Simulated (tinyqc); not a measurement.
Cluster expansion of a binary alloy: correlations, fit, cross-validation and ground states: one step, computed by the program tinyqc. Command: `OMP_NUM_THREADS=1 python tinyqc.py 3020926 3020927 out.jsonl clex walk`. One thread of a shared host (Intel(R) Xeon(R) Processor @ 2.30GHz), about 0.07 s of CPU time with the checks.

s = +1 for A and -1 for B. Energy per site E = J0 + J1 P(point) + sum over clusters of m V P, with P the mean product of spins; V > 0 on a pair favours unlike neighbours. Clusters per site m: pair 1 4, pair 2 3, pair 3 6, triplet 12; the triplet is two first-neighbour bonds closed by a second-neighbour bond. Formation energies are counted from the line between pure A and pure B, which removes J0 and J1.

Task: Formation energies. Exact: X V with V = (V1, V2, V3, Vt). The data to fit add the noise amplitude times the normal numbers, standing for what the clusters leave out.

Inputs (values chosen for the exercise, for a model alloy): first-pair interaction V1 = -10.1 meV; second-pair interaction V2 = -2.8 meV; third-pair interaction V3 = -0.062 meV; triplet interaction Vt = 0.37 meV; noise amplitude = 4.2 meV/site.

Lattice: bcc.

X, rows A, A3B D0_3, A3B (001) layers, A2B C11_b, AB B2, AB B32, A2B2 B11, AB (110) layers, AB2 C11_b, AB3 D0_3, AB3 (001) layers, B, columns pair 1, pair 2, pair 3, triplet:
```
[[0.00000, 0.00000, 0.00000, 0.00000],
 [-4.00000, -3.00000, 0.00000, -12.00000],
 [-4.00000, -1.00000, -4.00000, -4.00000],
 [-5.33333, -1.33333, -5.33333, -5.33333],
 [-8.00000, 0.00000, 0.00000, 0.00000],
 [-4.00000, -6.00000, 0.00000, 0.00000],
 [-4.00000, -2.00000, -8.00000, 0.00000],
 [-4.00000, -4.00000, -8.00000, 0.00000],
 [-5.33333, -1.33333, -5.33333, 5.33333],
 [-4.00000, -3.00000, 0.00000, 12.00000],
 [-4.00000, -1.00000, -4.00000, 4.00000],
 [0.00000, 0.00000, 0.00000, 0.00000]]
```

standard normal numbers for the noise (0 for the pure ends): A 0.000, A3B D0_3 -1.005, A3B (001) layers -1.186, A2B C11_b 1.384, AB B2 -0.076, AB B32 -0.458, A2B2 B11 -0.119, AB (110) layers 1.613, AB2 C11_b -0.218, AB3 D0_3 0.860, AB3 (001) layers 0.502, B 0.000

Give: exact energies; data.

Result:

exact energies (meV/site): A 0.00, A3B D0_3 44.36, A3B (001) layers 41.97, A2B C11_b 55.96, AB B2 80.80, AB B32 57.20, A2B2 B11 46.50, AB (110) layers 52.10, AB2 C11_b 59.90, AB3 D0_3 53.24, AB3 (001) layers 44.93, B 0.00

data (meV/site): A 0.00, A3B D0_3 40.14, A3B (001) layers 36.99, A2B C11_b 61.77, AB B2 80.48, AB B32 55.28, A2B2 B11 46.00, AB (110) layers 58.87, AB2 C11_b 58.99, AB3 D0_3 56.85, AB3 (001) layers 47.04, B 0.00
